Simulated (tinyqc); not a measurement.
Adding salt: a particle near a wafer in liquid: double-layer and van der Waals forces (DLVO), deposition barrier and removal. Computed by tinyqc, a small Python program. Command: `OMP_NUM_THREADS=1 python tinyqc.py 3110008 3110009 out.jsonl dlvo walk`. One thread of a shared host (Intel(R) Xeon(R) Processor @ 2.30GHz), about 0.01 s of CPU time with the checks.

Sphere and flat wall, Derjaguin approximation, constant potentials in the linear-superposition form, no retardation and no hydration force.

Inputs (values chosen for the exercise, of the order of those for silica on copper in water):
```
quantity                             value   unit
particle radius R                       19     nm
Hamaker constant A                 2.8e-20      J
potential of the particle psi_1        -50     mV
potential of the wafer psi_2           -11     mV
salt concentration c                 0.012  mol/L
valence z of the symmetric salt          1      -
temperature T                          293      K
dielectric constant of the liquid     80.2      -
```

Constants: e = 1.602176634e-19 C; N_A = 6.02214076e+23 1/mol; eps_0 = 8.8541878128e-12 F/m; k_B = 1.380649e-23 J/K; k_B = 8.617333262e-05 eV/K.

Method:
- kappa^2 = 2 z^2 e^2 N_A (1000 c)/(eps eps_0 k_B T); gamma_i = tanh(z e psi_i/(4 k_B T)); Z = 64 pi eps eps_0 (k_B T/(z e))^2 gamma_1 gamma_2.
- The barrier height is zero when U = 0 and F = 0 together: kappa h = 1 and kappa = 6 Z/(e A), e = 2.718282 here; c follows from kappa^2, with the potentials held fixed.
- U(h) = Z R exp(-kappa h) - A R/(6 h); F(h) = -dU/dh = kappa Z R exp(-kappa h) - A R/(6 h^2), positive for repulsion.
- F = 0 reads x^2 exp(-x) = y with x = kappa h and y = A kappa/(6 Z); the left side peaks at x = 2 with 4/e^2 = 0.5413, so roots exist for smaller y: x < 2 is the barrier, x > 2 the secondary minimum.
- kappa scales as sqrt(c); potentials are held fixed. A dash marks rows without a maximum.

critical concentration = 0.0118215 mol/L

kappa = 0.359380 1/nm

Z = 4.52481 pN

Against the concentration:
```
c (mol/L)  Debye length (nm)  barrier at (nm)  barrier (k_B T)  minimum at (nm)  minimum (k_B T)
1.18e-06              280.60           17.552           18.715       2.8799e+03      -6.8693e-03
1.18e-05               88.74           10.128           16.796       7.8136e+02      -2.4866e-02
1.18e-04               28.06            5.985           13.508       2.0404e+02      -9.2650e-02
5.91e-04               12.54            4.262            9.985       7.6755e+01      -2.3892e-01
2.36e-03                6.27            3.312            5.918       3.1628e+01      -5.5552e-01
5.91e-03                3.96            2.924            2.670       1.6780e+01      -9.9758e-01
1.06e-02                2.96            2.807            0.426       1.0767e+01      -1.4760e+00
1.77e-02                2.29            2.885           -1.564       6.8416e+00      -2.1308e+00
3.55e-02                1.62                -                -                -                -
```

What follows from these numbers?

At low salt the barrier tends to Z R = 21.3 k_B T; it is half of that between 1.2e-4 and 5.9e-4 mol/L and changes sign at 0.012 mol/L, while the secondary minimum deepens to -1.5 k_B T at 0.9 of that.

Extremes, crossings and ranges named in words are read from the listed rows.
